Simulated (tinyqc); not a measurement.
# Capillary instabilities by surface diffusion: grooving and agglomeration of films, edge retraction, wire break-up and smoothing of roughness, step by step

A worked calculation. Computed by tinyqc, a small Python program that keeps every step. Command: `OMP_NUM_THREADS=1 python tinyqc.py 3001902 3001903 out.jsonl dewet walk`. One thread of a shared host (Intel(R) Xeon(R) Processor @ 2.30GHz), about 0.01 s of CPU time with the checks. Intermediate numbers are printed to about 7 digits and carried at full precision; extremes and crossings named in words are read from the listed rows.

Isotropic surface energy; shapes change by surface diffusion alone.

Inputs (values chosen for the exercise, of the order of those of a gold film):

| quantity | value | unit |
|---|---|---|
| surface energy gamma_s | 1.43 | J/m^2 |
| grain-boundary energy gamma_b | 0.53 | J/m^2 |
| contact angle on the substrate theta | 80 | degrees |
| atomic volume Omega | 17 | angstrom^3 |
| surface sites nu | 10 | 1/nm^2 |
| prefactor D0 | 5.3e-06 | m^2/s |
| activation energy Q | 0.897 | eV |
| temperature T | 550 | K |
| time t | 3800 | s |
| film thickness h | 17 | nm |
| grain radius R | 80 | nm |
| wire radius r | 15 | nm |
| initial ripple over radius | 0.01 | - |
| roughness wavelength lambda | 35 | nm |

Grooves: at the surface only.

Constants: k_B = 8.617333262e-05 eV/K; k_B = 1.380649e-23 J/K.

## The Mullins constant

B = D_s nu gamma_s Omega^2/(k_B T), D_s = D0 exp(-Q/(k_B T)).

D_s = 3.197833e-14 m^2/s

B = 17403.79 nm^4/s

length (B t)^(1/4) = 90.17929 nm

Lengths grow as t^(1/4): doubling one takes 16 times as long, or roughly 100 K more.

## Will grooves cut through?

Groove angle beta: sin(beta) = gamma_b/(2 gamma). For circular grains of radius R with spherical caps the groove ends (measured from the mean surface) at the depth R g(beta), g = (2 - 3 cos beta + cos^3 beta)/(3 sin^3 beta). The film parts if R g(beta_s) > h.

beta_s = 10.67948 degrees

sum of g = 0.04686949

critical R/h = 21.33584

final depth over h = 0.2205623

The grooves stop short by this estimate; triple junctions groove deeper and may still open.

## Groove growth in time

Mullins' isolated groove: depth below the flat surface d = 0.780 m (B t)^(1/4), m = tan(beta_s), width between the ridges 4.6 (B t)^(1/4); time to reach h: (h/(0.780 m))^4/B.

groove depth = 13.26476 nm

groove width = 414.8248 nm

time to reach the substrate = 10251.36 s

Caution: the grooves of neighbouring boundaries overlap, so the depth levels off at its final value. Caution: the grains are too small for the surface groove ever to reach the depth h.

## Retraction of a straight edge

A rim shaped as a circular segment with contact angle theta holds the area h x; its radius r obeys r^2 (theta - sin theta cos theta) = h x. To advance, the edge must carry a strip of the rim height H = r (1 - cos theta) over the rim, driven by the curvature 1/r over the distance r theta (the scaling argument of Brandon and Bradshaw): H dx/dt = B/(theta r^2) gives x^(5/2) = (5/2) B t c^(3/2)/(theta (1 - cos theta) h^(3/2)), c = theta - sin theta cos theta.

retraction x = 377.7115 nm

rim height H = 59.82140 nm

present speed = 0.03975910 nm/s

The rim is 3.5 times the film thickness. x goes as t^(2/5) h^(-3/5): thin films retract faster.

## Break-up of a free wire

A wire with r + A cos(k z) has dA/dt = (B/r^4) (kr)^2 [1 - (kr)^2] A: unstable for wavelengths above 2 pi r, fastest at kr = 1/sqrt 2 with the rate B/(4 r^4); break-up time about (4 r^4/B) ln(r/A0); each wavelength makes a sphere of radius (3 r^2 lambda_m/4)^(1/3).

fastest wavelength = 133.2865 nm

break-up time = 53.58300 s

radius of the spheres = 28.22777 nm

t over the break-up time = 70.91802

The wire breaks up within t. Caution: faceting can stabilise wires along low-index directions.

## Smoothing against break-up

Roughness of wavelength lambda on a flat face decays as exp[-B (2 pi/lambda)^4 t]; the smoothing time is that for a factor e^3.

Times (s); the last column is (h/(0.780 tan beta_s))^4/B:

| T (K) | B (nm^4/s) | smoothing | wire break-up | groove to depth h |
|---|---|---|---|---|
| 468 | 7.423450e+02 | 3.891062e+00 | 1.256218e+03 | 2.403362e+05 |
| 495 | 2.361197e+03 | 1.223324e+00 | 3.949466e+02 | 7.556013e+04 |
| 522 | 6.644273e+03 | 4.347369e-01 | 1.403535e+02 | 2.685206e+04 |
| 550 | 1.740379e+04 | 1.659702e-01 | 5.358300e+01 | 1.025136e+04 |
| 578 | 4.142392e+04 | 6.973050e-02 | 2.251228e+01 | 4.306990e+03 |
| 605 | 8.840382e+04 | 3.267405e-02 | 1.054872e+01 | 2.018153e+03 |
| 660 | 3.399115e+05 | 8.497832e-03 | 2.743500e+00 | 5.248790e+02 |

All times share 1/B, so their ratios do not depend on T: break-up over smoothing is 320. An anneal can smooth this roughness well before the wire breaks. Smoothing is safe for lambda well below 2 pi r, above which a ripple along the wire grows instead. B spans 2.7 decades over these rows.

Checks made by the program: g against the volume of a spherical cap (relative difference below 1e-10).
